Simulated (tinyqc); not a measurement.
How far the series holds: five-level k.p model folded onto the conduction band.

For k along z and one spin sector the level c couples to four states. With c0 = hbar^2/2m0, P = sqrt(Ep c0), P2 = sqrt(Ep2 c0): diagonal Eg + (1 + Cm) c0 k^2 for c, and 0, -Dso, E7 + D2, E7 for lh, so, G8 up, G7 up (their own dispersion is left out); couplings of c: sqrt(2/3) P k to lh, sqrt(1/3) P k to so, sqrt(2/3) P2 k to G8 up, sqrt(1/3) P2 k to G7 up (phases chosen real).

Expanding E = H_cc + S(E) about Eg in powers of k^2, with s_n = sum_j H_cj^2/(Eg - H_jj)^n: order k^2: e2 = (1 + Cm) c0 k^2 + s1; order k^4: e4 = -s2 e2; order k^6: e6 = s3 e2^2 + s2^2 e2.

Constants: hbar^2/2m0 = 3.80998211 eV angstrom^2.

Inputs chosen for the exercise (near those of GaAs; shifted at random, so the results belong to these values and not to a real crystal): Eg = 1.529 eV (gap at Gamma to the s-like level); Dso = 0.341 eV (spin-orbit splitting); Ep = 26.1 eV (Kane energy); E7 = 4.53 eV (upper Gamma7 conduction level, from the valence top); D2 = 0.18 eV (its spin-orbit splitting, Gamma8 above Gamma7); Ep2 = 4.3 eV (Kane energy to the upper levels); Cm = -0.5 (remote term in 1/m).

Energies from Eg; Pk/Eg measures the coupling.

Levels (eV):
```
k (1/angstrom)  Pk/Eg  to k^2   to k^4   to k^6   exact
0.0230          0.150  0.0305   0.0299   0.0299  0.0299
0.0526          0.343  0.1597   0.1423   0.1458  0.1451
0.0821          0.535  0.3892   0.2855   0.3367  0.3175
0.1117          0.728  0.7204   0.3651   0.6897  0.5214
0.1413          0.922  1.1527   0.2431   1.5730  0.7381
0.1709          1.115  1.6863  -0.2602   3.9028  0.9560
0.2004          1.307  2.3186  -1.3615   9.4613  1.1658
0.2300          1.500  3.0542  -3.3311  21.4042  1.3623
```

Within 2 % of the exact level stay: the k^2 term in no row, the sum to k^4 up to Pk/Eg = 0.34, the sum to k^6 up to Pk/Eg = 0.34. In the last row the errors are +1692, -4693 and +20042 meV: higher orders make it worse, since the series in k^2 converges only for Pk below about Eg/2 in the two-level limit E = Eg/2 + sqrt(Eg^2/4 + P^2 k^2).

(tinyqc, `OMP_NUM_THREADS=1 python tinyqc.py 1080979 1080980 out.jsonl`, Intel(R) Xeon(R) Processor @ 2.30GHz, 1 thread, shared host, about 0.01 s.)
